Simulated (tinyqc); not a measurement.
Inside a calculation. Method: coupled-perturbed Hartree-Fock on RHF in the 3-21g basis, for H3+, spin multiplicity 1. One step of it, computed by the program tinyqc.

Problem. Coupled step 2. U_ai = -(mu_ai + sum_bj [4 (ai|bj) - (ab|ij) - (aj|bi)] U_bj) / (e_a - e_i); alpha = -4 sum U_ai mu_ai.

U after step 1:
```
,i1
a2,0.000000
a3,-1.707736
a4,0.000235
a5,0.000000
a6,-0.091295
```

dipole integrals <a|y|i> (bohr):
```
,i1
a2,0.000000
a3,1.134444
a4,-0.000194
a5,0.000000
a6,0.057780
```

orbital energies (hartree): MO1 -1.015347, MO2 -0.243055, MO3 -0.242801, MO4 0.743662, MO5 0.787179, MO6 0.787460

Two-electron integrals over orbitals (pq|rs), unique and non-zero (hartree):
```
p,q,r,s,(pq|rs)
1,1,1,1,0.539867
2,1,2,1,0.109463
2,2,1,1,0.452737
2,2,2,2,0.453300
3,1,1,1,0.000068
3,1,2,2,-0.058526
3,1,3,1,0.109431
3,2,2,1,-0.058567
3,2,3,2,0.043775
3,3,1,1,0.452731
3,3,2,2,0.365796
3,3,3,1,0.058528
3,3,3,3,0.453211
4,1,1,1,0.099488
4,1,2,2,0.065528
4,1,3,1,0.000102
4,1,3,3,0.065597
4,1,4,1,0.060862
4,2,2,1,0.020383
4,2,3,2,-0.012952
4,2,4,2,0.035921
4,3,1,1,0.000178
4,3,2,2,-0.012870
4,3,3,1,0.020424
4,3,3,3,0.013069
4,3,4,1,0.000151
4,3,4,3,0.036034
4,4,1,1,0.460600
4,4,2,2,0.403344
4,4,3,1,0.000321
4,4,3,3,0.403640
4,4,4,1,0.076221
4,4,4,3,0.000203
4,4,4,4,0.421190
5,1,2,1,-0.061970
5,1,3,2,0.036577
5,1,4,2,-0.043512
5,1,5,1,0.069774
5,2,1,1,-0.119402
5,2,2,2,-0.096923
5,2,3,1,0.038965
5,2,3,3,-0.061194
5,2,4,1,-0.061646
5,2,4,3,0.024141
5,2,4,4,-0.091985
5,2,5,2,0.095712
5,3,2,1,0.038973
5,3,3,2,-0.017847
5,3,4,2,0.024180
5,3,5,1,-0.039333
5,3,5,3,0.027741
5,4,2,1,-0.107693
5,4,3,2,0.060071
5,4,4,2,-0.031006
5,4,5,1,0.074660
5,4,5,3,-0.045980
5,4,5,4,0.124488
5,5,1,1,0.493668
5,5,2,2,0.475141
5,5,3,1,-0.076334
5,5,3,3,0.380631
5,5,4,1,0.102296
5,5,4,3,-0.031313
5,5,4,4,0.443909
5,5,5,2,-0.149537
5,5,5,5,0.553702
6,1,1,1,0.000083
6,1,2,2,0.036673
6,1,3,1,-0.061986
6,1,3,3,-0.036495
6,1,4,1,-0.000034
6,1,4,3,-0.043600
6,1,4,4,-0.000113
6,1,5,2,-0.039427
6,1,5,5,0.062706
6,1,6,1,0.069823
6,2,2,1,0.039052
6,2,3,2,-0.017897
6,2,4,2,0.024238
6,2,5,1,-0.039423
6,2,5,3,0.025966
6,2,5,4,-0.046076
6,2,6,2,0.027842
6,3,1,1,-0.119431
6,3,2,2,-0.061232
6,3,3,1,-0.038956
6,3,3,3,-0.096854
6,3,4,1,-0.061760
6,3,4,3,-0.024273
6,3,4,4,-0.092226
6,3,5,2,0.042081
6,3,5,5,-0.080832
6,3,6,1,0.039215
6,3,6,3,0.095628
6,4,1,1,-0.000086
6,4,2,2,0.060149
6,4,3,1,-0.107868
6,4,3,3,-0.060174
6,4,4,1,-0.000139
6,4,4,3,-0.031162
6,4,4,4,-0.000372
6,4,5,2,-0.046060
6,4,5,5,0.089898
6,4,6,1,0.074863
6,4,6,3,0.046059
6,4,6,4,0.124953
6,5,2,1,-0.076558
6,5,3,2,0.047359
6,5,4,2,-0.031472
6,5,5,1,0.062692
6,5,5,3,-0.034444
6,5,5,4,0.089970
6,5,6,2,-0.034527
6,5,6,5,0.071343
6,6,1,1,0.493809
6,6,2,2,0.380870
6,6,3,1,0.076100
6,6,3,3,0.474964
6,6,4,1,0.102516
6,6,4,3,0.031543
6,6,4,4,0.444463
6,6,5,2,-0.080948
6,6,5,5,0.411953
6,6,6,1,-0.062273
6,6,6,3,-0.149403
6,6,6,4,-0.089660
6,6,6,6,0.553382
```

Give: U after step 2; polarisability.

Solution.

U after step 2:
```
,i1
a2,0.0000
a3,-1.7514
a4,0.0003
a5,0.0000
a6,-0.1095
```

polarisability = 7.9727 bohr^3
